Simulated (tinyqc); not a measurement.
The basis set: RHF and MP2 along a ladder of basis sets, for BeH2, spin multiplicity 1. Computed by the program tinyqc with PySCF. Same geometry throughout; the dipole is taken about the origin.

Geometry (angstrom):

| atom | x | y | z |
|---|---|---|---|
| Be | 0.0000 | 0.0000 | 0.0000 |
| H | 0.0000 | 1.2850 | 0.1490 |
| H | 0.0000 | -1.3270 | 0.1540 |

RHF and frozen-core MP2 in a ladder of bases:

| basis | functions | E(RHF) (hartree) | E(MP2 corr) (hartree) | HOMO (eV) | LUMO (eV) | dipole (debye) |
|---|---|---|---|---|---|---|
| sto-3g | 7 | -15.558838 | -0.022630 | -11.4874 | 5.5961 | 0.5298 |
| 3-21g | 13 | -15.671478 | -0.028147 | -12.1984 | 2.1414 | 0.5493 |
| 6-31g | 13 | -15.757194 | -0.028370 | -12.1640 | 2.3546 | 0.5316 |
| 6-31g** | 24 | -15.764686 | -0.048803 | -12.0989 | 2.3954 | 0.5529 |
| cc-pvdz | 24 | -15.765186 | -0.050901 | -12.1492 | 1.8285 | 0.5658 |
| cc-pvtz | 58 | -15.769531 | -0.060772 | -12.2025 | 1.5459 | 0.5900 |

What does the comparison show, and why?

From cc-pVDZ to cc-pVTZ the RHF energy falls by 4.3 mhartree and the correlation energy by 9.9. If valence correlation converges as X^-3, (27 E(T) - 8 E(D))/19 gives -0.0649 hartree, a rough estimate from such small X that usually falls short; STO-3G holds about 35 % of it. Beyond STO-3G the LUMO moves by 0.8 eV and the HOMO by 0.1 eV.
